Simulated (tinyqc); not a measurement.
# Admittance spectroscopy and thermally stimulated current of one trap level in a depletion layer, step by step

A worked calculation. Computed by tinyqc, a small Python program that keeps every step. Command: `OMP_NUM_THREADS=1 python tinyqc.py 3110774 3110775 out.jsonl admit walk`. One thread of a shared host (Intel(R) Xeon(R) Processor @ 2.30GHz), about 0.01 s of CPU time with the checks. Intermediate numbers are printed to about 6 digits and carried at full precision; extremes and crossings named in words are read from the listed rows.

A Schottky junction on n-type material holds one donor-like electron trap; shallow donors are fully ionised and abrupt depletion edges are assumed.

Inputs (values chosen for the exercise, modelled on n-type GaAs):
```
quantity                         value    unit
dielectric constant eps             13       -
density-of-states mass m        0.0657     m_0
shallow doping N               3.1e+16  1/cm^3
trap density N_t                 1e+16  1/cm^3
trap depth E_t below the band    0.212      eV
capture cross section sigma    1.9e-14    cm^2
band bending V_b                   1.1       V
test frequency f                   200      Hz
heating rate beta                 0.57     K/s
```

Constants: k_B = 1.380649e-23 J/K; m_0 = 9.1093837015e-31 kg; h = 6.62607015e-34 J s; k_B = 8.617333262e-05 eV/K; eps_0 = 8.8541878128e-12 F/m; e = 1.602176634e-19 C.

## Temperature of the peak

N_c = 2 (2 pi m k_B T/h^2)^(3/2), v_th = sqrt(3 k_B T/m), emission rate e_n = sigma v_th N_c exp(-E_t/(k_B T)). Where the level crosses the Fermi level capture equals emission, so the trap follows the signal with the rate 2 e_n; G/omega peaks at omega = 2 e_n (the correction for large N_t/N is left out). Solve 2 e_n(T_p) = 2 pi f.

peak temperature T_p = 132.624 K

N_c at T_p = 1.24214e+17 1/cm^3

e_n at T_p = 628.319 1/s

E_c - E_F = k_B T_p ln(N_c/N) = 0.0158631 eV

Caution: N_t/N is not small, so the peak moves away from omega = 2 e_n.

## The capacitance step

With E_c - E_F = k_B T_p ln(N_c/N): lambda = sqrt(2 eps eps_0 (E_t - (E_c - E_F))/(e^2 N)); traps are empty and charged for x < x_t = w - lambda, and V_b = e (N w^2 + N_t x_t^2)/(2 eps eps_0). High frequency: C_hf = eps eps_0/w. Low frequency: C_lf = eps eps_0 (N + N_t)/(N w + N_t x_t).

lambda = 95.3465 nm

depletion width w = 215.279 nm

crossing point x_t = 119.933 nm

C_hf = 53.4675 nF/cm^2

C_lf = 59.9428 nF/cm^2

step (C_lf - C_hf)/C_hf = 0.121106

small-N_t estimate (N_t/N)(lambda/w) = 0.142870

Reading N_t/N straight from the step would give 0.121 against the true 0.323: the factor lambda/w must be known.

## Scan in temperature at fixed frequency

With x = omega/(2 e_n): C = C_hf + (C_lf - C_hf)/(1 + x^2), G/omega = (C_lf - C_hf) x/(1 + x^2); C_hf and C_lf are held at their values at T_p.

Admittance:
```
T (K)  omega/(2 e_n)  C (nF/cm^2)  G/omega (nF/cm^2)
116.7        16.2313      53.4920            0.39743
122.0         5.9435      53.6458            1.05948
126.0         2.9376      54.1400            1.97533
130.0         1.5134      55.4356            2.97830
132.6         1.0037      56.6933            3.23760
135.3         0.6657      57.9543            2.98693
139.3         0.3726      59.1535            2.11849
144.6         0.1810      59.7374            1.13480
151.2         0.0788      59.9029            0.50691
```

The peak of G/omega is half the step, 3.24 nF/cm^2. Its full width is near 2 ln(2 + sqrt3) k_B T_p^2/(E_t + 2 k_B T_p) = 17.0 K.

## Arrhenius plot

T_p for 0.1, 0.3, 1, 3 and 10 f; least-squares lines of ln(e_n/T^2) and of ln(e_n) against 1/(k_B T), e_n = pi f; sigma = exp(intercept)/(v_th N_c/T^2).

Peaks:
```
f (Hz)  T_p (K)  1/(k_B T) (1/eV)  ln(e_n/T^2)  ln(e_n)
20      119.199           97.3541     -5.42113  4.14046
60      125.264           92.6402     -4.42178  5.23907
200     132.624           87.4996     -3.33198  6.44305
600     140.093           82.8344     -2.34295  7.54166
2000    149.249           77.7526     -1.26560  8.74563
```

depth from e_n/T^2 = 0.212 eV

cross section from the intercept = 1.90e-14 cm^2

depth without the T^2 = 0.234919 eV

Leaving out T^2 adds 23 meV, near 2 k_B T_p = 23 meV.

## Thermally stimulated current

Thermally stimulated current without retrapping: filled share n(T) = exp(-(1/beta) int e_n dT), current proportional to e_n n; the peak obeys beta (E_t/(k_B T^2) + 2/T) = e_n(T). The integral starts at 0.5 T_m and uses 4000 trapezoid steps to 1.2 T_m. Chen's first-order estimate from the full width W = T_2 - T_1 between the half-height points: E = 2.52 k_B T_m^2/W - 2 k_B T_m.

peak temperature T_m = 94.3141 K

lower half-height T_1 = 89.7515 K

upper half-height T_2 = 97.6028 K

filled share at T_m = 0.391627

E_t/(k_B T_m) = 26.0847

symmetry factor (T_2 - T_m)/(T_2 - T_1) = 0.418871

depth by Chen's formula = 0.229776 eV

The slow ramp empties the trap at 94 K, far below the admittance peak at 133 K, since the rate asked for is 0.17 per second instead of 630. Chen's formula, made for a constant prefactor, gives 18 meV more than E_t.

Checks made by the program: C_lf against dQ/dV by differences (relative difference below 1e-10); depth recovered (relative difference below 1e-10); peak of the integrated curve (relative difference 2e-05).
